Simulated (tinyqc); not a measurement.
Cabrera-Mott growth of a thin oxide under its own electric field. Changing the Mott potential V. Computed by tinyqc, a small Python program. Command: `OMP_NUM_THREADS=1 python tinyqc.py 3027125 3027126 out.jsonl cabrera sweep`. One thread of a shared host (Intel(R) Xeon(R) Processor @ 2.30GHz), about 0.02 s of CPU time with the checks.

Electrons cross the film freely and set a fixed potential V across it; the field V/x lowers the barrier for ions entering the oxide.

Inputs (values chosen for the exercise, for a model metal):
```
quantity                     value        unit
barrier W                     1.23          eV
ion charge number z              2           -
half jump distance b           2.2    angstrom
prefactor u0 = N Omega nu  1.8e+12  angstrom/s
temperature T                  350           K
starting thickness x0          5.1    angstrom
time t                      100000           s
```

Backward hops: kept.

Constants: k_B = 8.617333262e-05 eV/K.

Method. u = u0 exp(-W/(k_B T)), X1 = z b V/(k_B T) with V in volts and k_B T in eV; dx/dt = 2 u sinh(X1/x). t(x) = int_(x0)^x dx / (dx/dt) by Gauss-Legendre quadrature (80 points on each side of (x0 + 2 x)/3), solved for x.

One run for each value:
```
Mott potential V (V)  thickness x (angstrom)  field at time t (MV/cm)  rate at time t (angstrom/s)
0.40                                   21.85                    1.831                    5.034e-05
0.65                                   31.87                    2.039                    6.840e-05
0.90                                   41.22                    2.184                    8.448e-05
1.10                                   48.37                    2.274                    9.642e-05
1.40                                   58.72                    2.384                    1.133e-04
1.60                                   65.42                    2.446                    1.239e-04
1.90                                   75.23                    2.526                    1.393e-04
2.10                                   81.63                    2.573                    1.492e-04
2.40                                   91.06                    2.636                    1.636e-04
```

What does the table show?

Over the rows, thickness x (angstrom) rises from 21.8 to 91.1 (exponent d ln y / d ln x 0.78 between the first rows and 0.82 between the last); field at time t (MV/cm) rises from 1.83 to 2.64 (exponent d ln y / d ln x 0.22 between the first rows and 0.18 between the last); rate at time t (angstrom/s) rises from 5.03e-5 to 1.64e-4 (exponent d ln y / d ln x 0.63 between the first rows and 0.69 between the last).

Caution (rows 0.900, 1.10, 1.40, 1.60, 1.90, 2.10, 2.40): the starting field or rate is formal: the first layers form as fast as oxygen arrives. Caution (rows 1.60, 1.90, 2.10, 2.40): at x0 the field term exceeds the barrier W, so the first layers form faster than any hopping formula describes; the later thickness hardly depends on x0.
